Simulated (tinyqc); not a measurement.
Which rule serves at which density: Fermi-Dirac statistics of conduction electrons.

F_j(eta) = (1/Gamma(j + 1)) integral_0^infinity x^j dx/(1 + exp(x - eta)), which tends to exp(eta) for eta << 0.

With u = n/Nc: Boltzmann eta = ln u; Joyce-Dixon eta = ln u + u/sqrt(8) - 4.95009e-3 u^2 + 1.48386e-4 u^3 - 4.42563e-6 u^4; Nilsson eta = ln u/(1 - u^2) + v/(1 + (0.24 + 1.08 v)^-2) with v = (3 sqrt(pi) u/4)^(2/3); fully degenerate limit eta = v; exact: F_1/2(eta) = u.

Parameters, chosen for this exercise: u_scale = 1 (factor on the ladder of u).

u runs over u_scale times 0.01, 0.03, 0.1, 0.3, 1, 2, 4, 8, 15, 30. Errors are rule minus exact, in kT.

eta and errors:
```
u       eta exact  Boltzmann  Joyce-Dixon  Nilsson  degenerate
0.0100     -4.602     -0.004        0.000    0.001       4.658
0.0300     -3.496     -0.011        0.000    0.000       3.613
0.100      -2.267     -0.035        0.000   -0.003       2.528
0.300      -1.098     -0.106        0.000   -0.005       1.640
1.00        0.349     -0.349        0.000    0.004       0.860
2.00        1.382     -0.688        0.000    0.004       0.538
4.00        2.730     -1.343        0.000   -0.002       0.317
8.00        4.652     -2.573       -0.003   -0.006       0.184
15.0        7.238     -4.530       -0.063   -0.005       0.116
30.0       11.601     -8.200       -1.627   -0.003       0.071
```

How do the results move, and what explains it?

Within 0.05 kT: Boltzmann up to u = 0.1, Joyce-Dixon up to u = 8 of those listed. Nilsson never errs by more than 0.006 kT. The degenerate limit is still off by +0.071 kT at the last row, since it leaves out the thermal term -pi^2/(12 eta) = -0.071. Boltzmann always falls short, because it lets more than one electron into a state.

Computed by tinyqc, a small Python program: `OMP_NUM_THREADS=1 python tinyqc.py 1651946 1651947 out.jsonl` (the numbers bound the seed that draws the inputs); one thread of a shared host (Intel(R) Xeon(R) Processor @ 2.30GHz), about 0.01 s for the whole set of steps.
